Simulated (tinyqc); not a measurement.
What each parameter does: Wannier-Stark ladder of a miniband.

One state in each well j = -(Nw - 1)/2 ... (Nw - 1)/2: H_jj = j e F d, H_(j,j+1) = -W/4; 1 kV/cm = 0.01 meV/angstrom. In an infinite chain the levels are j e F d and the state of well 0 has amplitude J_j(x) in size on well j, x = W/(2 e F d).

Values chosen for the exercise (near those of a non-polar GaN/AlGaN superlattice; not measured data): W = 22 meV (miniband width); d = 58 angstrom (period); F = 14 kV/cm (field); Nw = 11 (wells).

e F d, x, J_0(x)^2 and the lowest level of the finite stack. Each row changes one parameter from the base and keeps the others.

Results:
```
case             e F d (meV)      x  J_0^2  lowest level (meV)
base                    8.12  1.355  0.350              -43.75
W = 28 meV              8.12  1.724  0.147              -45.35
d = 50 angstrom         7.00  1.571  0.222              -38.50
F = 9.8 kV/cm           5.68  1.935  0.068              -32.44
Nw = 13                 8.12  1.355  0.350              -51.87
```

The largest shifts from the base row, up to three for each result and ties (the steps differ in size, so this ranks the rows, not the parameters). e F d (meV): F -2.44, d -1.12; unchanged at the printed digits by W and Nw. x: F +0.581, W +0.369, d +0.217; unchanged at the printed digits by Nw. J_0^2: F -0.281, W -0.202, d -0.127; unchanged at the printed digits by Nw. lowest level (meV): F +11.31, Nw -8.12, d +5.25.

Run: tinyqc, `OMP_NUM_THREADS=1 python tinyqc.py 1280562 1280563 out.jsonl`; Intel(R) Xeon(R) Processor @ 2.30GHz, one thread, shared host; about 0.01 s of CPU time with all checks.
